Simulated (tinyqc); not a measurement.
Worked calculation: two-band model of a narrow-gap semiconductor with electrons and holes. Computed by tinyqc, a small Python program that keeps every step. Command: `OMP_NUM_THREADS=1 python tinyqc.py 3028102 3028103 out.jsonl bipolar walk`. One thread of a shared host (Intel(R) Xeon(R) Processor @ 2.30GHz), about 0.05 s of CPU time with the checks. Intermediate numbers are printed to about 7 digits and carried at full precision; extremes and crossings named in words are read from the listed rows.

Two parabolic bands with acoustic scattering (r = -1/2, a = 0), a gap that does not change with T, and fully ionised dopants. Melting is ignored, so values above the melting point are formal, and kappa_L does not change with T. eta_n = (E_F - E_c)/(k_B T), eta_p = -eta_n - E_g/(k_B T).

Inputs (values chosen for the exercise, modelled on Bi2Te3):
```
quantity                                value        unit
electron mass m_n                        0.92         m_0
hole mass m_p                             1.1         m_0
electron mobility parameter mu_300,n      470  cm^2/(V s)
hole mobility parameter mu_300,p          410  cm^2/(V s)
temperature exponent p                    1.5           -
band gap E_g                             0.16          eV
net doping N                          5.9e+18      1/cm^3
lattice thermal conductivity kappa_L     0.83     W/(m K)
temperature T                             500           K
```

Doping: p-type.

Constants: k_B = 8.617333262e-05 eV/K; m_0 = 9.1093837015e-31 kg; k_B = 1.380649e-23 J/K; hbar = 1.054571817e-34 J s; e = 1.602176634e-19 C.

## Fermi level

With x = E/(k_B T), a = alpha k_B T (0 for a parabolic band), G = x (1 + a x), D = 1 + 2 a x and <y> = int y f (1 - f) dx, f = 1/(1 + exp(x - eta)): tau = tau_0 G^r/D; transport function s = G^(3/2 + r)/D^2; n = N_0 <G^(3/2)> with N_0 = (2 m k_B T)^(3/2)/(3 pi^2 hbar^3). Integrals over x = E/(k_B T) use 160 Gauss-Legendre points in u = sqrt(x) from 0 to sqrt(max(eta, 0) + 32). Neutrality: p - n = N, with n = N_0(m_n) <x^(3/2)> at eta_n and p = N_0(m_p) <x^(3/2)> at eta_p.

eta_n = -2.092549

eta_p = -1.620897

## Each band alone

sigma = e mu_0 N_0 <s> with mu_0 = e tau_0/m = mu_300 (T/300 K)^(-p); |S| = (k_B/e)(<x s>/<s> - eta); Lorenz number L = (k_B/e)^2 (<x^2 s>/<s> - (<x s>/<s>)^2); kappa_e = L sigma T; zT = S^2 sigma T/(kappa_L + kappa_e). Hall factor r_H = <x^(3/2)> <x^(1/2)>/<s>^2.

Partial coefficients:
```
band       sigma (S/cm)  |S| (microvolt/K)  L (1e-8 V^2/K^2)  density (1/cm^3)  Hall factor
electrons      145.9273           357.7459          1.506762      5.637751e+18     1.169975
holes          258.1106           319.9543          1.518648      1.153775e+19     1.165660
```

The minority carriers have the larger |S|, since the Fermi level lies farther from their band; they carry 36 % of the conductivity.

## Both bands together

Both bands together (these totals replace the one-band zT): sigma = sigma_n + sigma_p; S = (sigma_p |S_p| - sigma_n |S_n|)/sigma; kappa_bip = (sigma_n sigma_p/sigma)(|S_n| + |S_p|)^2 T; kappa_e = (L_n sigma_n + L_p sigma_p) T; zT = S^2 sigma T/(kappa_L + kappa_e + kappa_bip); weak-field R_H = (r_p sigma_p^2/p - r_n sigma_n^2/n)/(e sigma^2), where the Hall factors r_n and r_p are <x^(3/2)> <x^(1/2)>/<s>^2.

conductivity sigma = 404.0379 S/cm

Seebeck coefficient S = 75.18771 microvolt/K

bipolar thermal conductivity = 2.140747 W/(m K)

kappa_e = 0.3059284 W/(m K)

zT = 0.03485397

Hall coefficient R_H = 0.08837813 cm^3/C

The minority band lowers |S| from 320 to 75 microvolt/K, and bipolar flow adds 65 % of the thermal conductivity.

## The maximum of |S| and the Goldsmid-Sharp gap

T_max maximises |S| of the majority sign between 150 and 1200 K; the Goldsmid-Sharp estimate is E_g = 2 e |S_max| T_max.

T_max = 268.0047 K

|S_max| = 284.0269 microvolt/K

Goldsmid-Sharp gap = 0.1522411 eV

estimate over true gap = 0.9515068

The estimate is 0.95 times the true gap. The weighted-mobility ratio of majority to minority carriers, mu m^(3/2), is 1.14.

## Against temperature

The formulas are those given above.

The same sample:
```
T (K)    n (1/cm^3)    p (1/cm^3)  sigma (S/cm)  S (microvolt/K)  kappa_bip (W/(m K))            zT   R_H (cm^3/C)
150    4.670894e+13  5.900047e+18       763.811         226.7495         2.313909e-04  5.822618e-01   1.209930e+00
200    2.621357e+15  5.902621e+18       509.261         260.9300         7.345339e-03  6.967123e-01   1.218574e+00
250    3.381085e+16  5.933811e+18       373.724         281.9731         6.203576e-02  7.175562e-01   1.194416e+00
300    1.995698e+17  6.099570e+18       303.871         276.1918         2.568254e-01  5.674145e-01   1.053453e+00
350    7.110797e+17  6.611080e+18       284.513         231.0470         6.505538e-01  3.258454e-01   7.387533e-01
400    1.765895e+18  7.665895e+18       304.592         166.4879         1.156866e+00  1.555511e-01   4.041121e-01
500    5.637751e+18  1.153775e+19       404.038          75.1877         2.140747e+00  3.485397e-02   8.837813e-02
600    1.156228e+19  1.746228e+19       521.624          36.3982         3.033211e+00  9.555243e-03   1.630915e-02
750    2.365987e+19  2.955987e+19       682.904          14.6000         4.308007e+00  1.843299e-03  -3.191857e-03
900    3.906782e+19  4.496782e+19       816.628           6.5375         5.551611e+00  4.179943e-04  -5.166262e-03
1050   5.736011e+19  6.326011e+19       925.968           2.9137         6.777500e+00  9.056427e-05  -4.677653e-03
1200   7.822292e+19  8.412292e+19      1015.939           1.0581         7.991030e+00  1.273512e-05  -3.920459e-03
```

Among the rows where S keeps the majority sign, zT is largest at 250 K and |S| at 250 K. Among these rows sigma is least at 350 K; at higher T thermal pairs outweigh the falling mobility. R_H changes sign between 600 and 750 K. kappa_bip reaches 7.99 W/(m K) at the last row, 9.63 times kappa_L.

Checks made by the program: neutrality (relative difference below 1e-10).
